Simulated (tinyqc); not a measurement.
Model-solid line-up of a strained alloy layer on a substrate: sweeps and comparisons. A value that a table varies takes the place of the one given here.

All values of the alloy are linear in x but the gap, Eg(x) = (1 - x) Eg_A + x Eg_B - C x (1 - x), and the valence edge, Ev(x) = (1 - x) Ev_A + x Ev_B + fv C x (1 - x); Ec = Ev + Eg. Ev is the top of the unstrained valence band on a scale common to all materials. In the layer only the Gamma valley of the conduction band is followed, also where an X or L valley would lie lower.

Coherent growth on a (001) face: e_par = (a_s - a)/a, e_perp = -2 (C12/C11) e_par; exx = eyy = e_par, ezz = e_perp, no shear.

Strained edges: Ec + ac tr(e); the valence edges are Ev plus the levels of the 6 x 6 matrix of X, Y, Z times spin with -Dso/3 + l exx + m (eyy + ezz) on the diagonal (cyclic), n exy off it, l = av + 2 b, m = av - b, n = sqrt(3) d. Spin-orbit term (Dso/3) L.sigma on X, Y, Z with (L_k)_ij = -i epsilon_kij: <X+|H|Y+> = -i Dso/3, <X+|H|Z-> = Dso/3, <Y+|H|Z-> = -i Dso/3, <Z+|H|X-> = -Dso/3, <Z+|H|Y-> = i Dso/3, <X-|H|Y-> = i Dso/3, and their conjugates; + and - are the spin along z.

dEc = Ec(substrate) - Ec(layer), dEv = Ev(layer) - Ev(substrate); positive values confine the carrier in the layer. Type I: both of one sign; type II: opposite signs; type III: the gaps do not overlap.

Coherent growth: e_par = (a_s - a)/a. (001): e_perp = -2 (C12/C11) e_par; exx = eyy = e_par, ezz = e_perp, no shear. (111): e_perp = -(2 C11 + 4 C12 - 4 C44)/(C11 + 2 C12 + 4 C44) e_par; exx = eyy = ezz = (2 e_par + e_perp)/3 and exy = eyz = ezx = (e_perp - e_par)/3. (110): e_perp = -(C11 + 3 C12 - 2 C44)/(C11 + C12 + 2 C44) e_par; exx = eyy = (e_par + e_perp)/2, ezz = e_par, exy = (e_perp - e_par)/2, eyz = ezx = 0.

Inputs chosen for the exercise (A near GaP, B near GaAs, substrate near GaP; the results hold for these values, not for the real material): a = (5.453, 5.646) angstrom (lattice constant of A, B); Eg = (2.927, 1.519) eV (gap at Gamma to the s-like level of A, B); Dso = (0.079, 0.338) eV (spin-orbit splitting of A, B); Ev = (-1.27, -0.8) eV (top of the unstrained valence band of A, B); ac = (-8.11, -7.08) eV (conduction deformation potential of A, B); av = (1.72, 1.17) eV (valence hydrostatic potential of A, B); b = (-1.6, -2.01) eV (tetragonal shear potential of A, B); d = (-4.58, -4.74) eV (trigonal shear potential of A, B); C11 = (139.1, 121.7) GPa (of A, B); C12 = (61.6, 55.8) GPa (of A, B); C44 = (70.8, 60.7) GPa (of A, B); C = 0.154 eV (bowing of the gap); fv = 0.2 (share of the bowing taken by the valence edge); a_s = 5.453 angstrom (substrate); Eg_s = 2.381 eV (lowest gap of the substrate); Ev_s = -1.27 eV (substrate valence edge); face = 001 (growth face); x = 0.06 (fraction of B).

## Composition against offsets

Each composition is strained to the same substrate.

Results:
```
x,e_par (%),relaxed gap (eV),strained gap (eV),valence splitting (meV),dEc (eV),dEv (eV),type
0.03,-0.11,2.880,2.889,6,-0.524,0.016,II
0.15,-0.53,2.696,2.736,28,-0.436,0.081,II
0.27,-0.95,2.516,2.584,47,-0.350,0.147,II
0.39,-1.36,2.341,2.434,65,-0.267,0.213,II
0.51,-1.77,2.170,2.285,83,-0.185,0.280,II
0.63,-2.18,2.004,2.138,100,-0.105,0.348,II
0.75,-2.59,1.842,1.992,117,-0.027,0.415,II
0.87,-2.99,1.685,1.848,135,0.050,0.484,I
```

How do the results move?

The layer stays under compression over this range. The strained gap runs from 2.889 to 1.848 eV, against 2.880 to 1.685 eV for the relaxed alloy: strain takes back part of the change that the composition makes. Strains above 2 % can be kept only in layers of a few nanometres. The type changes: II to I between x = 0.75 and 0.87. Offsets below about 50 meV are within the spread of parameter sets, so those rows do not settle the type. Where the alloy is indirect its X or L edge, left out, lies lower and sets the real gap and dEc.

## The same layer on three faces

Composition and substrate are kept.

Results:
```
face,e_perp (%),tr(e) (%),shift of Ec (meV),shift of Ev (meV),valence splitting (meV),gap (eV)
(001),0.188,-0.236,19.0,2.5,12.0,2.8503
(111),0.094,-0.330,26.5,2.5,14.7,2.8578
(110),0.113,-0.311,25.0,2.8,14.6,2.8561
```

What can be read from the table?

The layer yields most along the normal on (001) and least on (111), so the volume change, and with it the shift of Ec, is largest on (111). The valence splitting, set by b on (001), by d on (111) and by both on (110), is largest on (111). The gaps span 8 meV, from (001) to (111).

## What each parameter does

Strained gap, valence splitting and offsets. Each row changes one parameter from the base and keeps the others.

Results:
```
case,gap (eV),splitting (meV),dEc (eV),dEv (eV)
base,2.8503,12.0,-0.5017,0.0325
x = 0.08,2.8248,15.8,-0.4871,0.0433
a_s = 5.473 angstrom,2.8120,9.9,-0.4690,0.0380
C = 0.254 eV,2.8447,12.0,-0.4972,0.0336
fv = 0.4,2.8503,12.0,-0.5035,0.0342
Ev_s = -1.22 eV,2.8503,12.0,-0.4517,-0.0175
"ac = (-9.326, -8.142) eV",2.8531,12.0,-0.5046,0.0325
"b = (-1.84, -2.311) eV",2.8493,13.7,-0.5017,0.0334
"d = (-5.267, -5.451) eV",2.8503,12.0,-0.5017,0.0325
```

What does this show?

The largest shifts from the base row, up to three for each result and ties (the steps differ in size, so this ranks the rows, not the parameters). gap (eV): a_s -0.0383, x -0.0255, C -0.0056; unchanged at the printed digits by fv, Ev_s and d. splitting (meV): x +3.7, a_s -2.1, b +1.6; unchanged at the printed digits by C, fv, Ev_s, ac and d. dEc (eV): Ev_s +0.0500, a_s +0.0328, x +0.0146; unchanged at the printed digits by b and d. dEv (eV): Ev_s -0.0500, x +0.0109, a_s +0.0055; unchanged at the printed digits by ac and d.

Computed by tinyqc, a small Python program: `OMP_NUM_THREADS=1 python tinyqc.py 1081094 1081095 out.jsonl` (the numbers bound the seed that draws the inputs); one thread of a shared host (Intel(R) Xeon(R) Processor @ 2.30GHz), about 0.02 s for the whole set of steps.
